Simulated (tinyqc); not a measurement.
## Yield against design margin

Cells fail independently with probability Q(k) = erfc(k/sqrt(2))/2 when the margin is k standard deviations, and Y = exp(-Nb Q(k)). phi = exp(-k^2/2)/sqrt(2 pi).  k = margin/s(dVT). With one spare that repairs any one cell, Y1 = exp(-x)(1 + x), x = Nb Q(k).

Inputs (values chosen for the exercise):
```
symbol    value  unit          meaning
Nb      1048576        number of cells
```

s(dVT) = 28.2 mV

Yield against design margin:
```
M (mV)      k      Q(k)  expected failures x          Y         Y1
112     3.972  3.569e-5                37.42  5.580e-17  2.144e-15
120     4.255  1.044e-5                10.94   1.765e-5   2.109e-4
126     4.468  3.946e-6                4.138    0.01596    0.08199
132     4.681  1.428e-6                1.498     0.2236     0.5586
140     4.965  3.443e-7               0.3610     0.6969     0.9486
148     5.248  7.679e-8              0.08051     0.9226     0.9969
157     5.567  1.293e-8              0.01356     0.9865     0.9999
168     5.957  1.281e-9             0.001343     0.9987      1.000
```

Over a change of the margin from 112 to 168 mV, k goes from 3.97 to 5.96, the expected failures fall by 4.4 decades and the yield goes from 5.58e-17 to 0.9987. The spare helps most at M = 132 mV among the rows, where it lifts the yield from 0.224 to 0.559.

Program tinyqc, `OMP_NUM_THREADS=1 python tinyqc.py 2090145 2090146 out.jsonl`; Intel Xeon 2.30GHz, shared host, one thread, about 0.01 s.
